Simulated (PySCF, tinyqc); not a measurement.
RHF in the 6-311g basis, for H2, spin multiplicity 1, step by step (part 2 of 2). The lowest restricted solution is unstable here: a spin-polarised one lies 0.0055 hartree lower (PySCF). Computed by tinyqc, a small Python program that keeps every step (integrals from PySCF). Command: `OMP_NUM_THREADS=1 python tinyqc.py 24276 24277 out.jsonl` (the two numbers bound the seeds that draw the settings). One thread of a shared host (Intel(R) Xeon(R) Processor @ 2.60GHz), about 0.04 s of CPU time with the checks.

Geometry (angstrom):
```
atom         x         y         z
H     0.000000  0.000000  0.000000
H     0.000000  0.000000  1.330000
```

## Convergence

Stop when the energy changes by less than 1e-10 hartree and every element of the error matrix X^T (F D S - S D F) X is below 3e-06.

Course of the cycle:
```
iteration  E (hartree)     change  largest element of the error matrix
1          -1.00265470          -                             2.13e-01
2          -1.03052303  -2.79e-02                             4.31e-02
3          -1.03207103  -1.55e-03                             8.87e-03
4          -1.03215426  -8.32e-05                             1.90e-03
5          -1.03215870  -4.44e-06                             4.19e-04
6          -1.03215894  -2.37e-07                             9.46e-05
7          -1.03215895  -1.26e-08                             2.16e-05
8          -1.03215895  -6.74e-10                             4.97e-06
9          -1.03215895  -3.60e-11                             1.15e-06
```

PySCF RHF in the same basis = -1.03215895 hartree

Converged in 9 iterations.

## Populations, bond orders and dipole

D after iteration 9, order 1H 1s, 1H 2s, 1H 3s, 2H 1s, 2H 2s, 2H 3s:
```
[[0.040178, 0.083419, 0.063636, 0.040178, 0.083419, 0.063636],
 [0.083419, 0.173196, 0.132122, 0.083419, 0.173196, 0.132122],
 [0.063636, 0.132122, 0.100789, 0.063636, 0.132122, 0.100789],
 [0.040178, 0.083419, 0.063636, 0.040178, 0.083419, 0.063636],
 [0.083419, 0.173196, 0.132122, 0.083419, 0.173196, 0.132122],
 [0.063636, 0.132122, 0.100789, 0.063636, 0.132122, 0.100789]]
```

overlap S, order 1H 1s, 1H 2s, 1H 3s, 2H 1s, 2H 2s, 2H 3s:
```
[[1.000000, 0.706377, 0.373664, 0.019266, 0.138031, 0.205233],
 [0.706377, 1.000000, 0.788963, 0.138031, 0.357313, 0.481690],
 [0.373664, 0.788963, 1.000000, 0.205233, 0.481690, 0.722889],
 [0.019266, 0.138031, 0.205233, 1.000000, 0.706377, 0.373664],
 [0.138031, 0.357313, 0.481690, 0.706377, 1.000000, 0.788963],
 [0.205233, 0.481690, 0.722889, 0.373664, 0.788963, 1.000000]]
```

Mulliken: Z minus the diagonal of D S on the atom; Loewdin: the same with S^(1/2) D S^(1/2); Mayer order: 2 sum_s sum (D(s) S)_ij (D(s) S)_ji over the two atoms.

Charges (e):
```
atom  Mulliken  Loewdin
1H           0        0
2H    0.000000        0
```

Mayer bond orders:
```
pair     order
2-1   1.000000
```

dipole moment about the origin, x y z (debye): [0.000000, 0.000000, 0.000000]
